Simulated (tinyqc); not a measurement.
Worked calculation: harmonic frequencies on the RHF/sto-6g surface (energies and gradients from PySCF), for H3+, spin multiplicity 1. Computed by tinyqc, a small Python program that keeps every step (integrals from PySCF). Settings: charge = 1, multiplicity = 1, basis = sto-6g, delta = 0.01. Command: `OMP_NUM_THREADS=1 python tinyqc.py 28468 28469 out.jsonl` (the two numbers bound the seeds that draw the settings). One thread of a shared host (Intel(R) Xeon(R) Processor @ 2.60GHz), about 3 s of CPU time with the checks.

## One row of the Hessian: 1Hy

optimised positions (bohr):
```
            x          y          z
1H   0.116712   0.983535   0.062576
2H   0.030456  -0.619283   0.926807
3H  -0.009218  -0.562674  -0.894897
```

gradient at +delta (hartree/bohr):
```
              x            y            z
1H   0.00015001   0.00224637   0.00004934
2H  -0.00005486  -0.00116787   0.00094445
3H  -0.00009515  -0.00107850  -0.00099379
```

gradient at -delta (hartree/bohr):
```
              x            y            z
1H  -0.00015515  -0.00229454  -0.00004945
2H   0.00005711   0.00119428  -0.00096507
3H   0.00009804   0.00110026   0.00101452
```

Displace 1Hy by +/-0.01 bohr; H(k, :) = (g(+) - g(-)) / (2 delta).

row of the Hessian (hartree/bohr^2): 1Hx 0.01525779, 1Hy 0.22704529, 1Hz 0.00493981, 2Hx -0.00559858, 2Hy -0.11810734, 2Hz 0.09547599, 3Hx -0.00965921, 3Hy -0.10893794, 3Hz -0.10041580

## Hessian by finite differences

All rows are made in the same way, and the matrix is symmetrised.

Hessian (symmetrised) (hartree/bohr^2), lower triangle:
```
             1Hx          1Hy          1Hz          2Hx          2Hy          2Hz         3Hx         3Hy
1Hx   0.00106133
1Hy   0.01525578   0.22704529
1Hz   0.00169970   0.00494055   0.05745231
2Hx  -0.00031416  -0.00559775   0.00254775   0.00032718
2Hy  -0.00675530  -0.11810772   0.04693319   0.00512921   0.10428995
2Hz   0.00578390   0.09546999  -0.02435926  -0.00078309  -0.07648121   0.18096076
3Hx  -0.00074718  -0.00965809  -0.00424744  -0.00001301   0.00162614  -0.00500077  0.00076019
3Hy  -0.00850045  -0.10893839  -0.05187374   0.00046855   0.01381807  -0.01898795  0.00803191  0.09512083
3Hz  -0.00748361  -0.10041062  -0.03309151  -0.00176464   0.02954826  -0.15660226  0.00924819  0.07086152

            3Hz
3Hz  0.18969297
```

## Normal modes

masses (u): 1H 1.007825, 2H 1.007825, 3H 2.014102

Diagonalise H_ij / sqrt(m_i m_j); the 6 smallest eigenvalues belong to translations and rotations; wavenumber = sqrt(eigenvalue / 1822.888) x 219474.63; each mode has its largest component positive (the first on a tie); zero-point energy = sum of wavenumbers / 2, with 349.755 1/cm per kcal/mol. A mass of 2.014 u marks deuterium.

eigenvalues of the mass-weighted Hessian (hartree/(bohr^2 u)): -0.000006  0.000000  0.000000  0.000000  0.000004  0.000005  0.133967  0.142271  0.432248

harmonic wavenumbers of the vibrations (1/cm): 1881.5  1938.9  3379.6

mass-weighted modes:
```
        mode 1     mode 2     mode 3
1Hx   0.003165  -0.043687   0.042388
1Hy  -0.150090  -0.536509   0.647661
1Hz   0.552366  -0.331721  -0.033262
2Hx   0.040401   0.013795  -0.013178
2Hy   0.542236  -0.019241  -0.384911
2Hz   0.178190   0.632068   0.523511
3Hx  -0.030818   0.021145  -0.020663
3Hy  -0.277392   0.393131  -0.185864
3Hz  -0.516773  -0.212464  -0.346792
```

zero-point energy = 10.293016 kcal/mol
